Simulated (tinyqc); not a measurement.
Six-band Luttinger-Kohn model with strain: one step. Polarisation of the edge transitions. Four cases, with inputs chosen for the exercise.

Problem. In the basis X, Y, Z times spin, H(k = 0) has -Dso/3 + l exx + m (eyy + ezz) on the diagonal (cyclic) and n exy off it, l = av + 2 b, m = av - b, n = sqrt(3) d. Spin-orbit term (Dso/3) L.sigma on X, Y, Z with (L_k)_ij = -i epsilon_kij: <X+|H|Y+> = -i Dso/3, <X+|H|Z-> = Dso/3, <Y+|H|Z-> = -i Dso/3, <Z+|H|X-> = -Dso/3, <Z+|H|Y-> = i Dso/3, <X-|H|Y-> = i Dso/3, and their conjugates; + and - are the spin along z. The strength of a transition to an s-like conduction level for light polarised along the unit vector u is the weight of the orbital ux X + uy Y + uz Z in the valence state, summed over spin and averaged over the pair.

Case 1.

Values chosen (near those of GaP; shifted at random, so the results belong to these values and not to a real crystal):
- Dso = 0.081 eV (spin-orbit splitting)
- av = 1.71 eV (valence hydrostatic potential)
- b = -1.61 eV (tetragonal shear potential)
- d = -4.56 eV (trigonal shear potential)

strain tensor:
```
,x,y,z
x,0.01161252,0.00000000,0.00000000
y,0.00000000,-0.00356605,0.00000000
z,0.00000000,0.00000000,-0.00356605
```

Case 2.

Values chosen (near those of AlAs; shifted at random, so the results belong to these values and not to a real crystal):
- Dso = 0.281 eV (spin-orbit splitting)
- av = 2.47 eV (valence hydrostatic potential)
- b = -2.29 eV (tetragonal shear potential)
- d = -3.4 eV (trigonal shear potential)

strain tensor:
```
,x,y,z
x,0.01636830,0.00000000,0.00000000
y,0.00000000,0.01636830,0.00000000
z,0.00000000,0.00000000,-0.01392216
```

Case 3.

Values chosen (near those of AlAs; shifted at random, so the results belong to these values and not to a real crystal):
- Dso = 0.279 eV (spin-orbit splitting)
- av = 2.45 eV (valence hydrostatic potential)
- b = -2.31 eV (tetragonal shear potential)
- d = -3.43 eV (trigonal shear potential)

strain tensor:
```
,x,y,z
x,-0.00272442,0.00000000,0.00000000
y,0.00000000,-0.00272442,0.00000000
z,0.00000000,0.00000000,0.00908993
```

Case 4.

Values chosen (near those of Ge; shifted at random, so the results belong to these values and not to a real crystal):
- Dso = 0.296 eV (spin-orbit splitting)
- av = 1.17 eV (valence hydrostatic potential)
- b = -2.65 eV (tetragonal shear potential)
- d = -5 eV (trigonal shear potential)

strain tensor:
```
,x,y,z
x,0.00266222,0.00000000,0.00000000
y,0.00000000,-0.00070204,0.00000000
z,0.00000000,0.00000000,-0.00070204
```

Give: strain block of X, Y, Z; Relative strengths.

Solution.

Case 1.

strain block of X, Y, Z (eV), lower triangle:
```
,X,Y,Z
X,-0.04121
Y,0,0.03210
Z,0,0,0.03210
```

Relative strengths:
```
polarisation,top,second,third
[100],0.000,0.241,0.759
[010],0.500,0.380,0.120
[001],0.500,0.380,0.120
[110],0.250,0.310,0.440
[1-10],0.250,0.310,0.440
[111],0.333,0.333,0.333
```

The top pair is strongest for light along [010] and [001] (0.500) and weakest along [100] (0.000); without strain every direction has 1/3 on average over the fourfold top. For each polarisation the three pairs add up to 1.

Case 2.

strain block of X, Y, Z (eV), lower triangle:
```
,X,Y,Z
X,-0.02289
Y,0,-0.02289
Z,0,0,0.18520
```

Relative strengths:
```
polarisation,top,second,third
[100],0.062,0.500,0.438
[010],0.062,0.500,0.438
[001],0.876,0.000,0.124
[110],0.062,0.500,0.438
[1-10],0.062,0.500,0.438
[111],0.333,0.333,0.333
```

The top pair is strongest for light along [001] (0.876) and weakest along [100], [010], [110] and [1-10] (0.062); without strain every direction has 1/3 on average over the fourfold top. For each polarisation the three pairs add up to 1.

Case 3.

strain block of X, Y, Z (eV), lower triangle:
```
,X,Y,Z
X,0.03621
Y,0,0.03621
Z,0,0,-0.04566
```

Relative strengths:
```
polarisation,top,second,third
[100],0.500,0.239,0.261
[010],0.500,0.239,0.261
[001],0.000,0.521,0.479
[110],0.500,0.239,0.261
[1-10],0.500,0.239,0.261
[111],0.333,0.333,0.333
```

The top pair is strongest for light along [100], [010], [110] and [1-10] (0.500) and weakest along [001] (0.000); without strain every direction has 1/3 on average over the fourfold top. For each polarisation the three pairs add up to 1.

Case 4.

strain block of X, Y, Z (eV), lower triangle:
```
,X,Y,Z
X,-0.01636
Y,0,0.01039
Z,0,0,0.01039
```

Relative strengths:
```
polarisation,top,second,third
[100],0.000,0.625,0.375
[010],0.500,0.188,0.312
[001],0.500,0.188,0.312
[110],0.250,0.406,0.344
[1-10],0.250,0.406,0.344
[111],0.333,0.333,0.333
```

The top pair is strongest for light along [010] and [001] (0.500) and weakest along [100] (0.000); without strain every direction has 1/3 on average over the fourfold top. For each polarisation the three pairs add up to 1.

Computed by tinyqc, one run a case: `OMP_NUM_THREADS=1 python tinyqc.py N N+1 out.jsonl` with N = 1080147, 1080411, 1080478, 1080556; one thread of a shared Intel(R) Xeon(R) Processor @ 2.30GHz, about 0.2 s a run at most.
